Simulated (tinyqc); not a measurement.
# On-chip interconnect, size-dependent resistivity and RC delay: what changes with what

A rectangular line between two neighbours and two ground planes. Surface and grain-boundary scattering are added to the bulk resistivity as corrections; capacitances are parallel-plate values without fringing; inductance is ignored.

Parameters, values chosen for the exercise; metal values close to those of copper: bulk resistivity rho0 = 1.69 uohm cm; bulk mean free path lam = 39.8 nm; specular share of surface scattering ps = 0; reflection coefficient of grain boundaries Rg = 0.33; grain size over the metal width gr = 0.7; drawn line width wd = 14 nm; aspect ratio, height over width AR = 2; liner on both walls and the bottom, not conducting tl = 2.2 nm; space to the neighbouring lines sp = 14 nm; dielectric height to the planes above and below hd = 26 nm; relative permittivity of the dielectric ek = 2.7; Miller factor of the neighbours Mf = 1; line length Lw = 92 um; driver resistance Rd = 11000 ohm; load capacitance Cl = 0.28 fF; bulk resistivity of the second metal (close to cobalt) rho2 = 6.2 uohm cm; mean free path of the second metal lam2 = 12.1 nm; liner of the second metal tl2 = 0.1 nm.

Constants: eps0 = 8.8541878128e-12 F/m. Results are converted to the units shown.

Each table varies one quantity; the others keep the values above.

## Delay against the space to the neighbouring lines

Metal width x = wd - 2 tl, height y = AR wd - tl; grain boundaries (Mayadas-Shatzkes): al = (lam/(gr x)) Rg/(1 - Rg), g = 1/[1 - 3 al/2 + 3 al^2 - 3 al^3 ln(1 + 1/al)] - 1; surfaces (Fuchs-Sondheimer, thick limit): s = (3/8) lam (1 - ps)(1/x + 1/y); rho = rho0 (1 + g + s); r = rho/(x y); c = eps0 ek (2 wd/hd + 2 Mf AR wd/sp). Elmore delay tE = Rd (c Lw + Cl) + r Lw (c Lw/2 + Cl); t50 is the time at which the far end of a ladder of 30 pi sections (half capacitances at both ends, Cl at the far end, a step applied through Rd) reaches half the step; line share r Lw/(Rd + r Lw); estimate 0.69 Rd (c Lw + Cl) + 0.38 r c Lw^2 + 0.69 r Lw Cl.

The same in every row: rho (uohm cm) = 11.96; r (ohm/um) = 483.0; line share of the resistance (%) = 80.16.

Delay against the space to the neighbouring lines:
```
sp (nm)  c (fF/um)  tE (ps)  t50 (ps)  estimate (ps)
7           0.2170    678.7     508.9          499.4
9.7         0.1638    516.0     386.9          379.5
14          0.1214    386.5     289.8          284.0
19         0.09621    309.6     232.1          227.4
26         0.07724    251.6     188.6          184.6
36         0.06293    207.9     155.9          152.4
50         0.05252    176.0     132.0          129.0
70         0.04487    152.7     114.4          111.8
```

What does the table show?

As sp goes from 7 to 70, r stays at 483 ohm/um, c falls from 0.217 to 0.0449 fF/um and t50 falls from 509 to 114 ps. t50/tE stays at 0.750, and the estimate is within 2.4 % of t50.

## Two metals against line width

Metal width x = wd - 2 tl, height y = AR wd - tl; grain boundaries (Mayadas-Shatzkes): al = (lam/(gr x)) Rg/(1 - Rg), g = 1/[1 - 3 al/2 + 3 al^2 - 3 al^3 ln(1 + 1/al)] - 1; surfaces (Fuchs-Sondheimer, thick limit): s = (3/8) lam (1 - ps)(1/x + 1/y); rho = rho0 (1 + g + s); r = rho/(x y). The second metal has rho2, lam2 and tl2 in place of rho0, lam and tl; ps, Rg, gr and AR are shared.

Two metals against line width:
```
wd (nm)  rho, first (uohm cm)  rho, second (uohm cm)  r, first (ohm/um)  r, second (ohm/um)  ratio second/first
6.5                     46.19                  24.32            2.037e4                2992              0.1469
8                       28.16                  20.88               5668                1684              0.2971
10                      18.98                  17.93               1904               919.4              0.4828
13                      13.12                  15.22              640.9               459.1              0.7164
17                      9.585                  13.11              239.2               230.1              0.9620
22                      7.397                  11.55              100.6               120.6               1.200
30                      5.654                  10.13              38.21               56.76               1.486
45                      4.219                  8.834              11.83               21.93               1.853
70                      3.273                  7.902              3.620               8.092               2.235
120                     2.599                  7.198             0.9454               2.505               2.649
```

The resistivity of the first metal falls from 46.2 to 2.60 uohm cm and that of the second goes from 24.3 to 7.20 uohm cm as the line widens. The products rho0 lam, which set the size effect, are 67.3 and 75.0 uohm cm nm. The two resistances cross at wd = 17.7 nm: below it the second metal gives the lower line resistance. For widths well under the mean free path the thick-limit surface term is only a guide.

Range of the model: The metal width is under the mean free path, where the thick-limit surface term and the simple sum of corrections lose accuracy.

tinyqc, about 0.01 s, one thread, Intel Xeon 2.30GHz (shared host): `OMP_NUM_THREADS=1 python tinyqc.py 2100137 2100138 out.jsonl`
